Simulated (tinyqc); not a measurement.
## Gate voltage from the surface potential

Question. At the source end, Vgs + Vsb - Vfb - psi = gamma sqrt(G), G = psi - Vt + Vt exp((psi - 2 phiF - Vsb)/Vt), and the voltage over the insulator is gamma sqrt(G). Find that voltage and Vgs.

Parameters, values chosen for the exercise: temperature T = 300 K; flat-band voltage Vfb = -0.39 V; source-body reverse bias Vsb = 2 V.

Constants: q = 1.602176634e-19 C, kB = 1.380649e-23 J/K, Vt = kB T/q. Results are converted to the units shown.

psi = 2.7509945 V
phiF = 0.42005014 V
gamma = 0.50210807 V^0.5

Solution. In this direction the relation is explicit: no iteration is needed.

voltage over the insulator = 0.8290 V
Vgs = 1.190 V

tinyqc, about 0.05 s, one thread, Intel Xeon 2.30GHz (shared host): `OMP_NUM_THREADS=1 python tinyqc.py 2360007 2360008 out.jsonl`
